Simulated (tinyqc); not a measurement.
## Gap voltage and exponent from three temperatures

Question. At constant current VBE(T) = Vg0 - a T - eta (kB T/q) ln T, where a is a constant. Find Vg0, eta and dVBE/dT at the middle temperature.

Constants: q = 1.602176634e-19 C, kB = 1.380649e-23 J/K. Results are converted to the units shown.

T (K): 233  330  360
VBE at a constant current (V): 0.7567085430  0.5321552578  0.4605539835

Answer. The relation is linear in Vg0, a and eta, so three points give a linear system; the slope is (VBE - Vg0 - eta kB T/q)/T. eta rests on the curvature of VBE(T) alone, so real fits need accuracy of some tens of microvolts or better.

Vg0 = 1.201 V
eta = 4.000
dVBE/dT = -2.371 mV/K

Program tinyqc, `OMP_NUM_THREADS=1 python tinyqc.py 2062014 2062015 out.jsonl`; Intel Xeon 2.30GHz, shared host, one thread, about 0.02 s.
